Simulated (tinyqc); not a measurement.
# Changing the temperature T

Model: specific resistance of a metal-semiconductor contact and its transmission-line measurement. Computed by tinyqc, a small Python program. Command: `OMP_NUM_THREADS=1 python tinyqc.py 3027501 3027502 out.jsonl contact sweep`. One thread of a shared host (Intel(R) Xeon(R) Processor @ 2.30GHz), about 0.02 s of CPU time with the checks.

The barrier is parabolic (depletion approximation), energies E are normal energies counted from the band edge in the neutral semiconductor (downwards for holes), and the bias is zero. xi is an input, held fixed when other inputs move.

Inputs (values chosen for the exercise, modelled on n-type silicon): tunnelling mass m = 0.3 m_0; permittivity eps = 11.7; Richardson constant A* = 109 A/(cm^2 K^2); barrier height phi_B = 0.57 eV; doping N = 2.3e+19 1/cm^3; Fermi level above the band edge in the bulk, xi = 0.016 eV.

Image-force lowering: left out.

Constants: hbar = 1.054571817e-34 J s; eps_0 = 8.8541878128e-12 F/m; m_0 = 9.1093837015e-31 kg; k_B = 8.617333262e-05 eV/K; e = 1.602176634e-19 C.

Method:
- E_00 = (e hbar/2) sqrt(N/(eps eps_0 m)); band bending E_b = phi_B + xi; depletion width w = sqrt(2 eps eps_0 E_b/(e^2 N)).
- WKB transmission for E < E_b, with a = E/E_b: D = exp{-(E_b/E_00) [sqrt(1 - a) - a ln((1 + sqrt(1 - a))/sqrt(a))]}; D = 1 above.
- At zero bias 1/rho_c = (e A*/k_B^2) int D(E) f(E) dE, f = 1/(1 + exp((E - xi)/k_B T)); 200 Gauss-Legendre points from 0 to E_b, and k_B T ln(1 + exp((xi - E_b)/k_B T)) for the part above the barrier; the share of tunnelling is the part below.

One run for each value; columns: (1) temperature T (K); (2) specific contact resistance rho_c (ohm cm^2); (3) rho_c by thermionic emission alone (ohm cm^2); (4) share of tunnelling (%):
```
(1)        (2)        (3)    (4)
100  3.134e-04  4.214e+20  100.0
130  2.331e-04  7.612e+13  100.0
170  1.513e-04  3.678e+08  100.0
220  8.507e-05  4.103e+04  100.0
280  4.141e-05  5.133e+01  100.0
360  1.571e-05  2.096e-01  100.0
460  4.935e-06  3.021e-03   99.8
600  1.198e-06  8.083e-05   98.5
```

Over the rows, specific contact resistance rho_c (ohm cm^2) falls from 3.13e-4 to 1.20e-6 (exponent d ln y / d ln x -1.1 between the first rows and -5.3 between the last); rho_c by thermionic emission alone (ohm cm^2) falls from 4.21e20 to 8.08e-5 (exponent d ln y / d ln x -59 between the first rows and -14 between the last); share of tunnelling (%) falls from 100 to 98.5, flat over part of the range.
